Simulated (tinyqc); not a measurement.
p-type polysilicon, carrier trapping at grain boundaries: one step of the calculation.

One-dimensional grains of size Lg, uniform ionised doping N, monovalent traps Qt at each boundary at a depth Et below (for electrons) or above (for holes) the band edge there, abrupt depletion of width W on each side of a boundary, Boltzmann statistics. xi is the distance from the band edge at the grain centre to the Fermi level. Trapped charge Qt/(1 + exp((xi + VB - Et)/Vt)) = 2 N W, barrier VB = q N W^2/(2 eps0 eps_r).

Task. Depletion width, Fermi level and barrier. If the trap equation with xi = Vt ln(NB/N) has a root W < Lg/2, the grain is partly depleted; otherwise W = Lg/2 and the trap equation gives xi = Et - VB + Vt ln(Qt/(N Lg) - 1). N* = Qt/Lg.

Inputs (values chosen for the exercise); values of the order met in polycrystalline silicon: temperature T = 350 K; relative permittivity eps_r = 11.7; valence-band density of states at T NB = 3.34e19 cm^-3; grain size Lg = 22 nm; trap density of a grain boundary Qt = 1.1e12 cm^-2; depth of the trap level from the majority band edge at the boundary Et = 0.35 eV; doping N = 1.4e17 cm^-3.

Constants: q = 1.602176634e-19 C, kB = 1.380649e-23 J/K, Vt = kB T/q, eps0 = 8.8541878128e-14 F/cm where lengths are in cm. Results are converted to the units shown.

Find: N*; W; xi; VB; share of traps filled.

Result.

N* = 5.0000e17 cm^-3
W = 11.000 nm
xi = 0.36539 V
VB = 0.013100 V
share of traps filled = 0.28000

N is 0.280 N*, and the grain is fully depleted; VB = 0.434 Vt.

Computed by the program tinyqc: `OMP_NUM_THREADS=1 python tinyqc.py 2830159 2830160 out.jsonl`, one thread of a shared Intel Xeon 2.30GHz, about 0.01 s for the whole run.
